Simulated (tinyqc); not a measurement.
Five-frequency model of solute diffusion by vacancies in an fcc metal: one step, computed by the program tinyqc. Command: `OMP_NUM_THREADS=1 python tinyqc.py 3028499 3028500 out.jsonl fivefreq walk`. One thread of a shared host (Intel(R) Xeon(R) Processor @ 2.30GHz), about 0.06 s of CPU time with the checks.

A vacancy next to the solute exchanges with it (w2), jumps to one of 4 sites that also neighbour the solute (w1) or to one of 7 that do not (w3); w4 is the reverse of w3 and w0 the host jump.

Task: Diffusivities. c_v = exp(S_f - E_f/(k_B T)); host D0 = a^2 c_v w0 x 0.7815; solute D2 = a^2 c_v exp(E_b/(k_B T)) w2 f2; 1 angstrom^2 = 1e-16 cm^2.

Inputs (values chosen for the exercise, for a model solute in a host close to gold):
```
quantity,value,unit
binding energy E_b (positive for attraction),0.18,eV
vacancy formation energy E_f,0.907,eV
formation entropy S_f,2.4,k_B
lattice constant a,4.08,angstrom
temperature T,655,K
```

rates (1/s): w0 1.266677e+07, w1 1.042385e+07, w2 3.801673e+08, w3 987834.1, w4 2.396962e+07

correlation factor f2 = 0.03207384

Constants: k_B = 8.617333262e-05 eV/K.

Give: vacancy fraction c_v; host diffusivity D0; solute diffusivity D2; ratio D2/D0.

Result:

vacancy fraction c_v = 1.158e-06

host diffusivity D0 = 1.908e-14 cm^2/s

solute diffusivity D2 = 5.701e-13 cm^2/s

ratio D2/D0 = 29.89

The ratio splits into binding 24.3, exchange rate 30 and correlation 0.041.
